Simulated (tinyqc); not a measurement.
Minority-electron transport through the base of a bipolar transistor (Moll-Ross and Kroemer integrals): one step, computed by the program tinyqc. Command: `OMP_NUM_THREADS=1 python tinyqc.py 3004030 3004031 out.jsonl base walk`. One thread of a shared host (Intel(R) Xeon(R) Processor @ 2.30GHz), about 0.01 s of CPU time with the checks.

Low injection, one dimension, x from the emitter edge (0) to the collector edge (W), s = x/W. Recombination is treated as a small correction (valid for tau_B well below tau_n), computed from the stored charge.

Problem. Gain and speed. Emitter-limited gain beta_E = G_E/G_B; recombination-limited gain beta_R = tau_n/tau_B; 1/beta = 1/beta_E + 1/beta_R; f_T from the base alone = 1/(2 pi tau_B).

Inputs (values chosen for the exercise, modelled on SiGe): electron lifetime tau_n = 6.2 ns; emitter Gummel number G_E = 9.8e+13 s/cm^4; temperature T = 300 K.

Base doping profile: Gaussian. Gap grading: linear. Exit of the base: infinite sink.

base Gummel number G_B = 1.289457e+13 s/cm^4

base transit time tau_B = 1.432417 ps

Give: beta_E; beta_R; current gain beta; f_T from the base alone.

Solution.

beta_E = 7.6001

beta_R = 4328.3

current gain beta = 7.5868

f_T from the base alone = 111.11 GHz

The gain is limited mainly by hole injection into the emitter (100 % of the base current).
